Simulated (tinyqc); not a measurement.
Changing the particle radius R: a particle near a wafer in liquid: double-layer and van der Waals forces (DLVO), deposition barrier and removal. Computed by tinyqc, a small Python program. Command: `OMP_NUM_THREADS=1 python tinyqc.py 3110752 3110753 out.jsonl dlvo sweep`. One thread of a shared host (Intel(R) Xeon(R) Processor @ 2.30GHz), about 0.01 s of CPU time with the checks.

Sphere and flat wall, Derjaguin approximation, constant potentials in the linear-superposition form, no retardation and no hydration force.

Inputs (values chosen for the exercise, of the order of those for silicon nitride on silicon in water): Hamaker constant A = 2.5e-20 J; potential of the particle psi_1 = 47 mV; potential of the wafer psi_2 = -20 mV; salt concentration c = 0.013 mol/L; valence z of the symmetric salt = 2; temperature T = 293 K; dielectric constant of the liquid = 80.2; contact distance h0 = 0.4 nm; contact radius over R = 0.14; viscosity = 0.52 mPa s.

Constants: e = 1.602176634e-19 C; N_A = 6.02214076e+23 1/mol; eps_0 = 8.8541878128e-12 F/m; k_B = 1.380649e-23 J/K; k_B = 8.617333262e-05 eV/K.

Method. kappa^2 = 2 z^2 e^2 N_A (1000 c)/(eps eps_0 k_B T); gamma_i = tanh(z e psi_i/(4 k_B T)); Z = 64 pi eps eps_0 (k_B T/(z e))^2 gamma_1 gamma_2. Adhesion F_a = A R/(6 h0^2) [1 + a^2/(R h0)] - kappa Z R exp(-kappa h0), a the contact radius. Drag in a shear flow F_d = 1.7 x 6 pi mu R^2 G, acting at 1.4 R; rolling starts when 1.4 R F_d = a F_a. Wall shear stress = mu G.

One run for each value:
```
particle radius R (nm)  wall shear stress for rolling (Pa)  net adhesion F_a (pN)     kappa R
5                                                    22404             1.7948e+02  3.7406e+00
11                                                   12356             4.7907e+02  8.2292e+00
22                                                    8169             1.2669e+03  1.6458e+01
47                                                    5942             4.2060e+03  3.5161e+01
100                                                   4903             1.5712e+04  7.4811e+01
210                                                   4421             6.2472e+04  1.5710e+02
450                                                   4187             2.7168e+05  3.3665e+02
950                                                   4079             1.1797e+06  7.1070e+02
2000                                                  4028             5.1632e+06  1.4962e+03
```

Over the rows, wall shear stress for rolling (Pa) falls from 22400 to 4030 (exponent d ln y / d ln x -0.75 between the first rows and -0.017 between the last); net adhesion F_a (pN) rises from 179 to 5.16e6 (exponent d ln y / d ln x 1.2 between the first rows and 2.0 between the last); kappa R rises from 3.74 to 1500 (exponent d ln y / d ln x about 1.00 throughout). At the high end the exponent of wall shear stress for rolling is -0.02, close to 0: the flattened contact adds adhesion as R^2. The smallest particle needs 5.56 times the shear stress of the largest.

Extremes, crossings and ranges named in words are read from the listed rows.
